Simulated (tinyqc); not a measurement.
# Short-channel transistor, virtual-source model with series resistance: supply voltage at a fixed off current

The current per gate width is the charge at the top of the source barrier (the virtual source) times its velocity times a saturation function; al and be are fitting constants of the model. Units: I in uA/um, Rs in ohm um, so I Rs = 1e-6 I Rs in volts; Q in uC/cm^2, so I = 1e-4 Q vx0 Fsat with vx0 in cm/s.

Intrinsic voltages Vg' = Vgs - I Rs, Vd' = Vds - 2 I Rs. n = n0 + nd Vd', VT = VT0 - dl Vd', Ff = 1/(1 + exp((Vg' - VT + al Vt/2)/(al Vt))), Q = Cinv n Vt ln(1 + exp((Vg' - VT + al Vt Ff)/(n Vt))), Vdsat = (vx0 L/mu)(1 - Ff) + Vt Ff, Fsat = u/(1 + u^be)^(1/be) with u = Vd'/Vdsat, and I = Q vx0 Fsat per width. I is solved self-consistently. For each supply Vdd, VT0 is set so that I(Vgs = 0, Vds = Vdd) = 10 nA/um; Ion = I(Vdd, Vdd); C = Cinv L + 0.37 fF/um of parasitic capacitance; delay C Vdd/Ion, energy C Vdd^2.

Values chosen for this exercise: temperature T = 250 K; inversion capacitance Cinv = 1.82 uF/cm^2; velocity at the virtual source vx0 = 3.04e7 cm/s; apparent mobility mu = 190 cm^2/(V s); channel length L = 25 nm; drain-induced barrier lowering dl = 0.094 V/V; subthreshold factor n0 = 1.11; growth of n with drain voltage nd = 0.05 1/V; threshold shift (in units of Vt) from weak to strong inversion al = 3.5; sharpness of saturation be = 2; series resistance of each contact Rs = 200 ohm um.

Constants: q = 1.602176634e-19 C, kB = 1.380649e-23 J/K, Vt = kB T/q. Results are converted to the units shown.

Supply voltage at a fixed off current:
```
Vdd (V)	VT0 (V)	Ion (uA/um)	delay (ps)	energy (fJ/um)
0.4	0.3423	239.4	1.379	0.1320
0.5	0.3529	413.1	0.9985	0.2062
0.6	0.3634	600.8	0.8239	0.2970
0.7	0.3740	798.2	0.7235	0.4042
0.8	0.3846	1002	0.6584	0.5280
0.9	0.3951	1211	0.6129	0.6683
1	0.4057	1424	0.5794	0.8250
1.1	0.4163	1639	0.5537	0.9982
```

The VT0 needed rises from 0.342 to 0.416 V and Ion rises from 239 to 1640 uA/um. The delay falls from 1.38 to 0.554 ps, while the energy grows as Vdd^2. Going from 0.4 to 0.5 V changes the delay by -28 %, going from 1 to 1.1 V by -4.4 %.

tinyqc, about 0.01 s, one thread, Intel Xeon 2.30GHz (shared host): `OMP_NUM_THREADS=1 python tinyqc.py 2380045 2380046 out.jsonl`
